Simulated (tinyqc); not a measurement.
Vacuum evaporation: vapour pressure, source flux, thickness distribution, purity and step coverage: one step, computed by the program tinyqc.

Molecular flow, unit sticking of the metal, no re-evaporation. The background gas is taken as water vapour (18.015 g/mol, collision diameter 0.37 nm) at 300 K.

Task: Scattering and purity. Mean free path lambda = k_B T_g/(sqrt2 pi d^2 p); unscattered share exp(-h/lambda); gas arrival p/sqrt(2 pi m_g k_B T_g); impurity ratio = sticking x gas arrival/metal arrival; monolayer time = 1e15 cm^-2/(sticking x gas arrival).

Inputs (values chosen for the exercise, modelled on titanium, with constants for the liquid):
```
quantity,value,unit
source temperature T,1960,K
source-to-wafer distance h,63,cm
background pressure p,0.002,Pa
sticking of background gas,0.7,-
```

arrival rate at the centre = 4.193675e+13 1/(cm^2 s)

Constants: k_B = 1.380649e-23 J/K; u = 1.6605390666e-27 kg.

Give: mean free path; unscattered share; gas arrival rate; impurity ratio; monolayer time.

Result:

mean free path = 3.405 m

unscattered share = 0.8311

gas arrival rate = 7.168e+15 1/(cm^2 s)

impurity ratio = 119.6

monolayer time = 0.1993 s

Caution: more gas than metal sticks, so a compound rather than a metal film would grow.
